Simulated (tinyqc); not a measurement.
Worked calculation: UHF in the 3-21g basis, for H2, spin multiplicity 3. Computed by tinyqc, a small Python program that keeps every step (integrals from PySCF). Settings: charge = 0, multiplicity = 3, basis = 3-21g, energy threshold = 1e-10, iteration cap = 86, orthogonalisation = canonical, start = core, DIIS depth = 6, shift = 1.0, method = UHF. Command: `OMP_NUM_THREADS=1 python tinyqc.py 31791 31792 out.jsonl` (the two numbers bound the seeds that draw the settings). One thread of a shared host (Intel(R) Xeon(R) Processor @ 2.60GHz), about 0.06 s of CPU time with the checks. Later iterations appear only in the table of the cycle.

## One-electron integrals

Geometry (angstrom):
```
atom         x         y         z
H     0.000000  0.000000  0.000000
H     0.000000  0.000000  1.453000
```

Basis 3-21g: exponents (1/bohr^2) and contraction coefficients of normalised primitives:
```
element  l (shell)  exponent  coefficient
H            s (1)  5.447178     0.156285
H            s (1)  0.824547     0.904691
H            s (2)  0.183192     1.000000
```

Overlap, kinetic and nuclear-attraction integrals over the contracted functions; the nuclear repulsion is the sum of Za Zb / Rab.

nuclear repulsion = 0.36419629 hartree

overlap S, order 1H 1s, 1H 2s, 2H 1s, 2H 2s:
```
[[1.000000, 0.645899, 0.037279, 0.206646],
 [0.645899, 1.000000, 0.206646, 0.501292],
 [0.037279, 0.206646, 1.000000, 0.645899],
 [0.206646, 0.501292, 0.645899, 1.000000]]
```

kinetic energy T (hartree), order 1H 1s, 1H 2s, 2H 1s, 2H 2s:
```
[[1.549405, 0.293152, -0.052459, 0.022458],
 [0.293152, 0.274788, 0.022458, 0.074332],
 [-0.052459, 0.022458, 1.549405, 0.293152],
 [0.022458, 0.074332, 0.293152, 0.274788]]
```

nuclear attraction V (hartree), order 1H 1s, 1H 2s, 2H 1s, 2H 2s:
```
[[-2.085114, -1.017875, -0.054468, -0.320970],
 [-1.017875, -1.040371, -0.320970, -0.555076],
 [-0.054468, -0.320970, -2.085114, -1.017875],
 [-0.320970, -0.555076, -1.017875, -1.040371]]
```

core Hamiltonian H = T + V (hartree), order 1H 1s, 1H 2s, 2H 1s, 2H 2s:
```
[[-0.535709, -0.724723, -0.106927, -0.298511],
 [-0.724723, -0.765583, -0.298511, -0.480743],
 [-0.106927, -0.298511, -0.535709, -0.724723],
 [-0.298511, -0.480743, -0.724723, -0.765583]]
```

## Two-electron integrals

Functions are numbered as in S; the eight-fold symmetry (ij|kl) = (ji|kl) = (kl|ij) leaves the list below.

Two-electron integrals (ij|kl) in chemists' order, unique and non-zero (hartree):
```
(11|11) 1.140145   (21|11) 0.611403   (21|21) 0.345152   (22|11) 0.626370
(22|21) 0.380329   (22|22) 0.482957   (31|11) 0.025432   (31|21) 0.015481
(31|22) 0.019346   (31|31) 0.001417   (32|11) 0.090473   (32|21) 0.057712
(32|22) 0.082520   (32|31) 0.005919   (32|32) 0.034954   (33|11) 0.364092
(33|21) 0.234833   (33|22) 0.352749   (33|31) 0.025432   (33|32) 0.184889
(33|33) 1.140145   (41|11) 0.184889   (41|21) 0.105704   (41|22) 0.118998
(41|31) 0.005919   (41|32) 0.022261   (41|33) 0.090473   (41|41) 0.034954
(42|11) 0.262398   (42|21) 0.162454   (42|22) 0.216902   (42|31) 0.011537
(42|32) 0.056726   (42|33) 0.262398   (42|41) 0.056726   (42|42) 0.121364
(43|11) 0.234833   (43|21) 0.151133   (43|22) 0.225110   (43|31) 0.015481
(43|32) 0.105704   (43|33) 0.611403   (43|41) 0.057712   (43|42) 0.162454
(43|43) 0.345152   (44|11) 0.352749   (44|21) 0.225110   (44|22) 0.329047
(44|31) 0.019346   (44|32) 0.118998   (44|33) 0.626370   (44|41) 0.082520
(44|42) 0.216902   (44|43) 0.380329   (44|44) 0.482957
```

## Orthogonalisation

S = U s U^T; canonical form X = U s^(-1/2), so that X^T S X = 1. Each column of U has its largest component positive (the first on a tie).

eigenvalues of S: [0.233955, 0.385736, 1.227474, 2.152835]

X, order 1H 1s, 1H 2s, 2H 1s, 2H 2s:
```
[[-0.754660, 0.904597, 0.546619, 0.292631],
 [1.252059, -0.691323, 0.329466, 0.382908],
 [0.754660, 0.904597, -0.546619, 0.292631],
 [-1.252059, -0.691323, -0.329466, 0.382908]]
```

## Starting guess

The start is the orbitals of the core Hamiltonian; D(s) = C_occ C_occ^T for each spin.

D(alpha) at the start, order 1H 1s, 1H 2s, 2H 1s, 2H 2s:
```
[[0.183093, 0.321582, -0.032203, -0.103758],
 [0.321582, 0.577375, -0.103758, -0.262929],
 [-0.032203, -0.103758, 0.183093, 0.321582],
 [-0.103758, -0.262929, 0.321582, 0.577375]]
```

D(beta) at the start, order 1H 1s, 1H 2s, 2H 1s, 2H 2s:
```
[[0.000000, 0.000000, 0.000000, 0.000000],
 [0.000000, 0.000000, 0.000000, 0.000000],
 [0.000000, 0.000000, 0.000000, 0.000000],
 [0.000000, 0.000000, 0.000000, 0.000000]]
```

## Iteration 1: building the Fock matrix

J_ij = sum D_kl (ij|kl) with D = D(alpha) + D(beta), K_ij = sum D_kl (ik|jl) for each spin; F = H + J - K(s); E = tr D H + tr D J / 2 - 0.5 sum_s tr D(s) K(s) + E_nn.

Coulomb J (hartree), order 1H 1s, 1H 2s, 2H 1s, 2H 2s:
```
[[1.188239, 0.703362, 0.042952, 0.229788],
 [0.703362, 0.880374, 0.229788, 0.467416],
 [0.042952, 0.229788, 1.188239, 0.703362],
 [0.229788, 0.467416, 0.703362, 0.880374]]
```

exchange K(alpha) (hartree), order 1H 1s, 1H 2s, 2H 1s, 2H 2s:
```
[[0.726711, 0.565062, 0.036781, 0.182322],
 [0.565062, 0.531000, 0.182322, 0.287699],
 [0.036781, 0.182322, 0.726711, 0.565062],
 [0.182322, 0.287699, 0.565062, 0.531000]]
```

exchange K(beta) (hartree), order 1H 1s, 1H 2s, 2H 1s, 2H 2s:
```
[[0.000000, 0.000000, 0.000000, 0.000000],
 [0.000000, 0.000000, 0.000000, 0.000000],
 [0.000000, 0.000000, 0.000000, 0.000000],
 [0.000000, 0.000000, 0.000000, 0.000000]]
```

F(alpha) (hartree), order 1H 1s, 1H 2s, 2H 1s, 2H 2s:
```
[[-0.074182, -0.586423, -0.100756, -0.251046],
 [-0.586423, -0.416210, -0.251046, -0.301026],
 [-0.100756, -0.251046, -0.074182, -0.586423],
 [-0.251046, -0.301026, -0.586423, -0.416210]]
```

F(beta) (hartree), order 1H 1s, 1H 2s, 2H 1s, 2H 2s:
```
[[0.652529, -0.021361, -0.063975, -0.068723],
 [-0.021361, 0.114791, -0.068723, -0.013327],
 [-0.063975, -0.068723, 0.652529, -0.021361],
 [-0.068723, -0.013327, -0.021361, 0.114791]]
```

total energy of this density = -0.94681005 hartree

## Iteration 1: diagonalisation and new density

A level shift of 1 hartree raises the virtual space: F + shift (S - S D(s) S), with D(s) the density of one spin. Diagonalise F' = X^T F X, C = X C', fill 2 alpha and 0 beta electrons from the bottom; D(s) = C_occ C_occ^T. Each column has its largest component positive (the first on a tie).

F' = X^T F X (alpha) (hartree):
```
[[1.867062, 0.000000, -0.663779, 0.000000],
 [0.000000, 2.122641, 0.000000, 0.065575],
 [-0.663779, 0.000000, -0.181085, 0.000000],
 [0.000000, 0.065575, 0.000000, -0.615247]]
```

orbital energies (alpha) (hartree): [-0.616816, -0.377392, 2.063369, 2.124211]

coefficients C (alpha), order 1H 1s, 1H 2s, 2H 1s, 2H 2s:
```
[[0.270900, 0.310155, -0.878697, 0.911341],
 [0.399342, 0.671023, 1.107217, -0.681962],
 [0.270900, -0.310155, 0.878697, 0.911341],
 [0.399342, -0.671023, -1.107217, -0.681962]]
```

F' = X^T F X (beta) (hartree):
```
[[2.038797, 0.000000, -0.444155, 0.000000],
 [0.000000, 2.285552, 0.000000, 0.231921],
 [-0.444155, 0.000000, 1.490104, 0.000000],
 [0.000000, 0.231921, 0.000000, 1.090176]]
```

orbital energies (beta) (hartree): [1.046757, 1.242397, 2.286504, 2.328971]

coefficients C (beta), order 1H 1s, 1H 2s, 2H 1s, 2H 2s:
```
[[0.121172, 0.109818, -0.925335, 0.942999],
 [0.503585, 0.897591, 0.933023, -0.609055],
 [0.121172, -0.109818, 0.925335, 0.942999],
 [0.503585, -0.897591, -0.933023, -0.609055]]
```

D(alpha) after iteration 1, order 1H 1s, 1H 2s, 2H 1s, 2H 2s:
```
[[0.169583, 0.316303, -0.022810, -0.099939],
 [0.316303, 0.609746, -0.099939, -0.290797],
 [-0.022810, -0.099939, 0.169583, 0.316303],
 [-0.099939, -0.290797, 0.316303, 0.609746]]
```

D(beta) after iteration 1, order 1H 1s, 1H 2s, 2H 1s, 2H 2s:
```
[[0.000000, 0.000000, 0.000000, 0.000000],
 [0.000000, 0.000000, 0.000000, 0.000000],
 [0.000000, 0.000000, 0.000000, 0.000000],
 [0.000000, 0.000000, 0.000000, 0.000000]]
```

## Iteration 2: building the Fock matrix

As before.

Coulomb J (hartree), order 1H 1s, 1H 2s, 2H 1s, 2H 2s:
```
[[1.178633, 0.698773, 0.042664, 0.228252],
 [0.698773, 0.876852, 0.228252, 0.465257],
 [0.042664, 0.228252, 1.178633, 0.698773],
 [0.228252, 0.465257, 0.698773, 0.876852]]
```

exchange K(alpha) (hartree), order 1H 1s, 1H 2s, 2H 1s, 2H 2s:
```
[[0.713192, 0.560415, 0.039152, 0.181704],
 [0.560415, 0.531679, 0.181704, 0.287143],
 [0.039152, 0.181704, 0.713192, 0.560415],
 [0.181704, 0.287143, 0.560415, 0.531679]]
```

exchange K(beta) (hartree), order 1H 1s, 1H 2s, 2H 1s, 2H 2s:
```
[[0.000000, 0.000000, 0.000000, 0.000000],
 [0.000000, 0.000000, 0.000000, 0.000000],
 [0.000000, 0.000000, 0.000000, 0.000000],
 [0.000000, 0.000000, 0.000000, 0.000000]]
```

F(alpha) (hartree), order 1H 1s, 1H 2s, 2H 1s, 2H 2s:
```
[[-0.070269, -0.586365, -0.103414, -0.251963],
 [-0.586365, -0.420410, -0.251963, -0.302629],
 [-0.103414, -0.251963, -0.070269, -0.586365],
 [-0.251963, -0.302629, -0.586365, -0.420410]]
```

F(beta) (hartree), order 1H 1s, 1H 2s, 2H 1s, 2H 2s:
```
[[0.642924, -0.025950, -0.064262, -0.070259],
 [-0.025950, 0.111269, -0.070259, -0.015486],
 [-0.064262, -0.070259, 0.642924, -0.025950],
 [-0.070259, -0.015486, -0.025950, 0.111269]]
```

total energy of this density = -0.94849604 hartree

## Iteration 2: DIIS over 2 matrices

error matrix X^T (FDS - SDF) X (alpha):
```
[[0.000000, 0.000000, -0.028411, 0.000000],
 [0.000000, 0.000000, 0.000000, 0.007615],
 [0.028411, 0.000000, 0.000000, 0.000000],
 [0.000000, -0.007615, 0.000000, 0.000000]]
```

B (overlaps of the stored error matrices):
```
[[5.2596094e-03, 3.0144887e-03],
 [3.0144887e-03, 1.7302994e-03]]
```

Minimise |sum c_i e_i|^2 with sum c_i = 1: solve [B -1; -1 0][c; lambda] = [0; -1] with B_ij = tr e_i^T e_j summed over both spins, and take F = sum c_i F_i.

DIIS coefficients: [-1.336401, 2.336401]

extrapolated F(alpha) (hartree), order 1H 1s, 1H 2s, 2H 1s, 2H 2s:
```
[[-0.065039, -0.586288, -0.106966, -0.253190],
 [-0.586288, -0.426023, -0.253190, -0.304771],
 [-0.106966, -0.253190, -0.065039, -0.586288],
 [-0.253190, -0.304771, -0.586288, -0.426023]]
```

extrapolated F(beta) (hartree), order 1H 1s, 1H 2s, 2H 1s, 2H 2s:
```
[[0.630087, -0.032083, -0.064647, -0.072311],
 [-0.032083, 0.106563, -0.072311, -0.018371],
 [-0.064647, -0.072311, 0.630087, -0.032083],
 [-0.072311, -0.018371, -0.032083, 0.106563]]
```

## Iteration 2: diagonalisation and new density

As before.

F' = X^T F X (alpha) (hartree):
```
[[1.846116, 0.000000, -0.696887, 0.000000],
 [0.000000, 2.119324, 0.000000, 0.077866],
 [-0.696887, 0.000000, -0.160794, 0.000000],
 [0.000000, 0.077866, 0.000000, -0.619440]]
```

orbital energies (alpha) (hartree): [-0.621652, -0.379048, 2.064370, 2.121536]

coefficients C (alpha), order 1H 1s, 1H 2s, 2H 1s, 2H 2s:
```
[[0.266826, 0.296090, -0.883535, 0.912542],
 [0.402385, 0.688611, 1.096365, -0.680171],
 [0.266826, -0.296090, 0.883535, 0.912542],
 [0.402385, -0.688611, -1.096365, -0.680171]]
```

F' = X^T F X (beta) (hartree):
```
[[2.030983, 0.000000, -0.435038, 0.000000],
 [0.000000, 2.270834, 0.000000, 0.222586],
 [-0.435038, 0.000000, 1.471264, 0.000000],
 [0.000000, 0.222586, 0.000000, 1.075912]]
```

orbital energies (beta) (hartree): [1.035796, 1.233843, 2.268404, 2.310950]

coefficients C (beta), order 1H 1s, 1H 2s, 2H 1s, 2H 2s:
```
[[0.127544, 0.118295, -0.924289, 0.942158],
 [0.499456, 0.889002, 0.941211, -0.612446],
 [0.127544, -0.118295, 0.924289, 0.942158],
 [0.499456, -0.889002, -0.941211, -0.612446]]
```

D(alpha) after iteration 2, order 1H 1s, 1H 2s, 2H 1s, 2H 2s:
```
[[0.158865, 0.311257, -0.016473, -0.096524],
 [0.311257, 0.636099, -0.096524, -0.312271],
 [-0.016473, -0.096524, 0.158865, 0.311257],
 [-0.096524, -0.312271, 0.311257, 0.636099]]
```

D(beta) after iteration 2, order 1H 1s, 1H 2s, 2H 1s, 2H 2s:
```
[[0.000000, 0.000000, 0.000000, 0.000000],
 [0.000000, 0.000000, 0.000000, 0.000000],
 [0.000000, 0.000000, 0.000000, 0.000000],
 [0.000000, 0.000000, 0.000000, 0.000000]]
```

## Iteration 3: building the Fock matrix

As before.

Coulomb J (hartree), order 1H 1s, 1H 2s, 2H 1s, 2H 2s:
```
[[1.170707, 0.694985, 0.042430, 0.226992],
 [0.694985, 0.873953, 0.226992, 0.463495],
 [0.042430, 0.226992, 1.170707, 0.694985],
 [0.226992, 0.463495, 0.694985, 0.873953]]
```

exchange K(alpha) (hartree), order 1H 1s, 1H 2s, 2H 1s, 2H 2s:
```
[[0.701896, 0.556392, 0.040816, 0.181119],
 [0.556392, 0.532209, 0.181119, 0.286821],
 [0.040816, 0.181119, 0.701896, 0.556392],
 [0.181119, 0.286821, 0.556392, 0.532209]]
```

exchange K(beta) (hartree), order 1H 1s, 1H 2s, 2H 1s, 2H 2s:
```
[[0.000000, 0.000000, 0.000000, 0.000000],
 [0.000000, 0.000000, 0.000000, 0.000000],
 [0.000000, 0.000000, 0.000000, 0.000000],
 [0.000000, 0.000000, 0.000000, 0.000000]]
```

F(alpha) (hartree), order 1H 1s, 1H 2s, 2H 1s, 2H 2s:
```
[[-0.066898, -0.586130, -0.105313, -0.252639],
 [-0.586130, -0.423839, -0.252639, -0.304069],
 [-0.105313, -0.252639, -0.066898, -0.586130],
 [-0.252639, -0.304069, -0.586130, -0.423839]]
```

F(beta) (hartree), order 1H 1s, 1H 2s, 2H 1s, 2H 2s:
```
[[0.634998, -0.029738, -0.064497, -0.071519],
 [-0.029738, 0.108370, -0.071519, -0.017249],
 [-0.064497, -0.071519, 0.634998, -0.029738],
 [-0.071519, -0.017249, -0.029738, 0.108370]]
```

total energy of this density = -0.94918342 hartree

## Iteration 3: DIIS over 3 matrices

error matrix X^T (FDS - SDF) X (alpha):
```
[[0.000000, 0.000000, -0.011662, 0.000000],
 [0.000000, 0.000000, 0.000000, 0.003052],
 [0.011662, 0.000000, 0.000000, 0.000000],
 [0.000000, -0.003052, 0.000000, 0.000000]]
```

B (overlaps of the stored error matrices):
```
[[5.2596094e-03, 3.0144887e-03, 1.2357231e-03],
 [3.0144887e-03, 1.7302994e-03, 7.0913503e-04],
 [1.2357231e-03, 7.0913503e-04, 2.9063773e-04]]
```

As before.

DIIS coefficients: [-0.058735, -0.561838, 1.620574]

extrapolated F(alpha) (hartree), order 1H 1s, 1H 2s, 2H 1s, 2H 2s:
```
[[-0.064576, -0.585980, -0.106648, -0.253112],
 [-0.585980, -0.426214, -0.253112, -0.305057],
 [-0.106648, -0.253112, -0.064576, -0.585980],
 [-0.253112, -0.305057, -0.585980, -0.426214]]
```

extrapolated F(beta) (hartree), order 1H 1s, 1H 2s, 2H 1s, 2H 2s:
```
[[0.629516, -0.032358, -0.064660, -0.072392],
 [-0.032358, 0.106364, -0.072392, -0.018469],
 [-0.064660, -0.072392, 0.629516, -0.032358],
 [-0.072392, -0.018469, -0.032358, 0.106364]]
```

## Iteration 3: diagonalisation and new density

As before.

F' = X^T F X (alpha) (hartree):
```
[[1.836815, 0.000000, -0.709981, 0.000000],
 [0.000000, 2.118948, 0.000000, 0.083105],
 [-0.709981, 0.000000, -0.151626, 0.000000],
 [0.000000, 0.083105, 0.000000, -0.619039]]
```

orbital energies (alpha) (hartree): [-0.621559, -0.379104, 2.064293, 2.121468]

coefficients C (alpha), order 1H 1s, 1H 2s, 2H 1s, 2H 2s:
```
[[0.265078, 0.290290, -0.885458, 0.913051],
 [0.403687, 0.695786, 1.091826, -0.679399],
 [0.265078, -0.290290, 0.885458, 0.913051],
 [0.403687, -0.695786, -1.091826, -0.679399]]
```

F' = X^T F X (beta) (hartree):
```
[[2.030766, 0.000000, -0.434830, 0.000000],
 [0.000000, 2.270482, 0.000000, 0.222332],
 [-0.434830, 0.000000, 1.470768, 0.000000],
 [0.000000, 0.222332, 0.000000, 1.075566]]
```

orbital energies (beta) (hartree): [1.035538, 1.233586, 2.267948, 2.310510]

coefficients C (beta), order 1H 1s, 1H 2s, 2H 1s, 2H 2s:
```
[[0.127719, 0.118500, -0.924263, 0.942134],
 [0.499342, 0.888792, 0.941408, -0.612539],
 [0.127719, -0.118500, 0.924263, 0.942134],
 [0.499342, -0.888792, -0.941408, -0.612539]]
```

D(alpha) after iteration 3, order 1H 1s, 1H 2s, 2H 1s, 2H 2s:
```
[[0.154534, 0.308988, -0.014002, -0.094971],
 [0.308988, 0.647081, -0.094971, -0.321155],
 [-0.014002, -0.094971, 0.154534, 0.308988],
 [-0.094971, -0.321155, 0.308988, 0.647081]]
```

D(beta) after iteration 3, order 1H 1s, 1H 2s, 2H 1s, 2H 2s:
```
[[0.000000, 0.000000, 0.000000, 0.000000],
 [0.000000, 0.000000, 0.000000, 0.000000],
 [0.000000, 0.000000, 0.000000, 0.000000],
 [0.000000, 0.000000, 0.000000, 0.000000]]
```

## Iteration 13 (converged): orbitals

converged F(alpha) (hartree), order 1H 1s, 1H 2s, 2H 1s, 2H 2s:
```
[[-0.064541, -0.585912, -0.106664, -0.253130],
 [-0.585912, -0.426163, -0.253130, -0.305059],
 [-0.106664, -0.253130, -0.064541, -0.585912],
 [-0.253130, -0.305059, -0.585912, -0.426163]]
```

converged F(beta) (hartree), order 1H 1s, 1H 2s, 2H 1s, 2H 2s:
```
[[0.629519, -0.032360, -0.064660, -0.072392],
 [-0.032360, 0.106358, -0.072392, -0.018472],
 [-0.064660, -0.072392, 0.629519, -0.032360],
 [-0.072392, -0.018472, -0.032360, 0.106358]]
```

Diagonalise F' = X^T F X, C = X C', fill 2 alpha and 0 beta electrons from the bottom; D(s) = C_occ C_occ^T. Each column has its largest component positive (the first on a tie).

F' = X^T F X (alpha) (hartree):
```
[[0.926033, 0.000000, -0.424695, 0.000000],
 [0.000000, 1.119709, 0.000000, 0.054718],
 [-0.424695, 0.000000, -0.240845, 0.000000],
 [0.000000, 0.054718, 0.000000, -0.619805]]
```

orbital energies (alpha) (hartree): [-0.621525, -0.379048, 1.064236, 1.121429]

coefficients C (alpha), order 1H 1s, 1H 2s, 2H 1s, 2H 2s:
```
[[0.264074, 0.286265, -0.886768, 0.913342],
 [0.404434, 0.700738, 1.088654, -0.678955],
 [0.264074, -0.286265, 0.886768, 0.913342],
 [0.404434, -0.700738, -1.088654, -0.678955]]
```

F' = X^T F X (beta) (hartree):
```
[[1.030767, 0.000000, -0.434837, 0.000000],
 [0.000000, 1.270486, 0.000000, 0.222338],
 [-0.434837, 0.000000, 0.470768, 0.000000],
 [0.000000, 0.222338, 0.000000, 0.075562]]
```

orbital energies (beta) (hartree): [0.035533, 0.233580, 1.267955, 1.310516]

coefficients C (beta), order 1H 1s, 1H 2s, 2H 1s, 2H 2s:
```
[[0.127716, 0.118497, -0.924263, 0.942135],
 [0.499344, 0.888796, 0.941405, -0.612537],
 [0.127716, -0.118497, 0.924263, 0.942135],
 [0.499344, -0.888796, -0.941405, -0.612537]]
```

D(alpha) after iteration 13, order 1H 1s, 1H 2s, 2H 1s, 2H 2s:
```
[[0.151682, 0.307397, -0.012212, -0.093796],
 [0.307397, 0.654600, -0.093796, -0.327467],
 [-0.012212, -0.093796, 0.151682, 0.307397],
 [-0.093796, -0.327467, 0.307397, 0.654600]]
```

D(beta) after iteration 13, order 1H 1s, 1H 2s, 2H 1s, 2H 2s:
```
[[0.000000, 0.000000, 0.000000, 0.000000],
 [0.000000, 0.000000, 0.000000, 0.000000],
 [0.000000, 0.000000, 0.000000, 0.000000],
 [0.000000, 0.000000, 0.000000, 0.000000]]
```

## Convergence

Stop when the energy changes by less than 1e-10 hartree and every element of the error matrix X^T (F D S - S D F) X (for each spin) is below 3e-06.

Course of the cycle:
```
iteration  E (hartree)     change  largest element of the error matrix
1          -0.94681005          -                             5.00e-02
2          -0.94849604  -1.69e-03                             2.84e-02
3          -0.94918342  -6.87e-04                             1.17e-02
4          -0.94929917  -1.16e-04                             4.78e-03
5          -0.94931828  -1.91e-05                             1.96e-03
6          -0.94932145  -3.17e-06                             8.05e-04
7          -0.94932197  -5.26e-07                             3.30e-04
8          -0.94932206  -8.76e-08                             1.35e-04
9          -0.94932207  -1.46e-08                             5.54e-05
10         -0.94932208  -2.44e-09                             2.27e-05
11         -0.94932208  -4.07e-10                             9.30e-06
12         -0.94932208  -6.81e-11                             3.81e-06
13         -0.94932208  -1.14e-11                             1.56e-06
```

PySCF UHF in the same basis, after a stability check = -0.94932208 hartree

Converged in 13 iterations.

## Populations, bond orders and dipole

Mulliken: Z minus the diagonal of D S on the atom; Loewdin: the same with S^(1/2) D S^(1/2); Mayer order: 2 sum_s sum (D(s) S)_ij (D(s) S)_ji over the two atoms.

Charges (e):
```
atom  Mulliken  Loewdin  Mulliken spin
1H           0        0       1.000000
2H           0        0       1.000000
```

Mayer bond orders:
```
pair      order
2-1   -0.053075
```

dipole moment about the origin, x y z (debye): [0.000000, 0.000000, 0.000000]

<S^2> of the determinant (pure state: 2) = 2.000000
